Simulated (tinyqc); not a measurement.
Gate sheet resistance from two finger widths.

Inverse problem. At low frequency R = Rsh Wf/(3 L) + B/Wf, where B collects the channel and vertical terms. Find Rsh, B and the width of lowest R.

Parameters, values chosen for the exercise:
- L = 0.88 um (channel length)

input resistance of single fingers, contacted at one end, of width 0.58 and 5.1 um (ohm): 552.60293  70.472371

Answer. R Wf is a straight line in Wf^2; the minimum of R lies where both terms are equal.

Rsh = 4.000 ohm/square
B = 320.0 ohm um
width of lowest R = 14.53 um

tinyqc, about 0.01 s, one thread, Intel Xeon 2.30GHz (shared host): `OMP_NUM_THREADS=1 python tinyqc.py 2262138 2262139 out.jsonl`
